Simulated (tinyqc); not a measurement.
Millisecond and nanosecond annealing: surface heating, thermal budget and solid-phase regrowth: one step, computed by the program tinyqc.

A square pulse heats the surface of a thick wafer with constant thermal properties; losses by radiation are neglected and silicon melts at 1414 C.

Question. Thermal budget. Absorbed flux q = (1 - R) fluence/t_p; kappa = k/c. With f(z, t) = (2 q/k) sqrt(kappa t) ierfc(z/(2 sqrt(kappa t))), ierfc(x) = exp(-x^2)/sqrt(pi) - x erfc(x): T = T0 + f(z, t) during the pulse and T0 + f(z, t) - f(z, t - t_p) after it. Temperatures in kelvin are T(C) + 273.15. Integrate exp(-E/(k_B T(t))) at the surface from 0 to 10 t_p (Gauss-Legendre, 60 points in sqrt(t) up to t_p and 60 in sqrt(t - t_p) after it). (Dt) = D0 x integral with E; regrowth = v0 x integral with E_v; effective time = integral/exp(-E/(k_B T_peak)).

Inputs (values chosen for the exercise, modelled on hot silicon with phosphorus):

| quantity | value | unit |
|---|---|---|
| incident fluence | 8.18 | J/cm^2 |
| pulse length t_p | 0.00011 | s |
| reflectance R | 0.51 | - |
| thermal conductivity k | 0.26 | W/(cm K) |
| heat capacity per volume c | 2.36 | J/(cm^3 K) |
| preheat temperature T0 | 500 | C |
| dopant prefactor D0 | 5.52 | cm^2/s |
| dopant activation energy E | 3.7 | eV |
| regrowth prefactor v0 | 4e+08 | cm/s |
| regrowth energy E_v | 2.68 | eV |

Source: scanned laser.

peak temperature = 1050.510 C

Constants: k_B = 8.617333262e-05 eV/K.

Give: budget (Dt); diffusion length 2 sqrt(Dt); effective time over t_p; possible regrowth.

Answer.

budget (Dt) = 7.0701e-19 cm^2

diffusion length 2 sqrt(Dt) = 0.016817 nm

effective time over t_p = 0.14246

possible regrowth = 5.4043 nm

Caution: equilibrium diffusivities are used; implant damage enhances diffusion, and k and c vary with temperature. Caution: a diffusion length below the atomic spacing of 0.235 nm means about one jump per atom or fewer, so the profile does not change measurably.
